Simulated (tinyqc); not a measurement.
Permeation of metal atoms or ions through a thin barrier or dielectric: time lag, field-aided drift and lifetime. Which input was changed? Computed by tinyqc, a small Python program. Command: `OMP_NUM_THREADS=1 python tinyqc.py 3017179 3017180 out.jsonl barrier which`. One thread of a shared host (Intel(R) Xeon(R) Processor @ 2.30GHz), about 0.2 s of CPU time with the checks.

The film 0 < x < d is empty at first; C = C0 at x = 0 and C = 0 at x = d. dC/dt = D d2C/dx2 - v dC/dx with drift v = D z e V/(k_B T d) (uniform field, no space charge).

Inputs (values chosen for the exercise, for a model case: singly charged ions through a dielectric):
```
quantity                                   value    unit
thickness d                                   78      nm
prefactor D0                                3100  cm^2/s
activation energy E                         1.26      eV
concentration at the source side C0      2.7e+13  1/cm^3
charge number z                                1       -
voltage V (positive drives ions across)     0.31       V
critical dose Q_c                          1e+07  1/cm^2
test temperature T                           100       C
use temperature T_u                          100       C
```

Constants: k_B = 8.617333262e-05 eV/K.

Method:
- D = D0 exp(-E/(k_B T)); time scale d^2/D; Peclet number P = z V/(k_B T), k_B T in eV; 1 nm = 1e-7 cm.
- Temperatures in kelvin are T(C) + 273.15.
- Steady flux J = (D C0/d) P/(1 - exp(-P)); time lag in units of d^2/D: s_L = [P (1 + exp(-P))/(1 - exp(-P)) - 2]/P^2 (P = 0: J = D C0/d, s_L = 1/6).
- Dose through the film Q(s) = C0 d {f (s - s_L) - 2 exp(P/2) sum_(n=1..200) (-1)^n n^2 pi^2 exp(-l_n s)/l_n^2}, l_n = n^2 pi^2 + P^2/4, f = P/(1 - exp(-P)) the relative flux.
- Solve Q = Q_c for s. At the use temperature D and P take T_u, with the same C0 and V; 1 year = 3.15576e7 s.

Task: One of these inputs alone was changed, within the range given: prefactor D0 (1550 to 6200); activation energy E (0.63 to 2); concentration at the source side C0 (1.35e+13 to 5.4e+13); test temperature T (60 to 200). Which one, and to what value?

Results:
```
run     failure time at T (s)  time lag (s)  failure time at T_u (years)
before                129.827       168.045                 4.113984e-06
after                1028.053      1322.628                 4.113984e-06
```

Result:

Each candidate set to reproduce failure time at T, and what it then gives:
```
candidate                                          range searched  value needed  time lag (s)  failure time at T_u (years)
prefactor D0 (cm^2/s)                                1550 to 6200  out of reach             -                            -
activation energy E (eV)                                0.63 to 2         1.327        1330.7                   3.2577e-05
concentration at the source side C0 (1/cm^3)  1.35e+13 to 5.4e+13  out of reach             -                            -
test temperature T (C)                                  60 to 200         81.00        1322.6                   4.1140e-06
```

Only test temperature T fits every result: it went from 100 to 81.0 C. The next best candidate, activation energy E, misses one result by a factor of 7.9.

Caution: a prefactor D0 above about 10 cm^2/s is far larger than atomic jumps allow; it only sets the time scale of the exercise. Caution: grain boundaries, pinholes, trapping and space charge are left out; thin real barriers usually fail at defects.
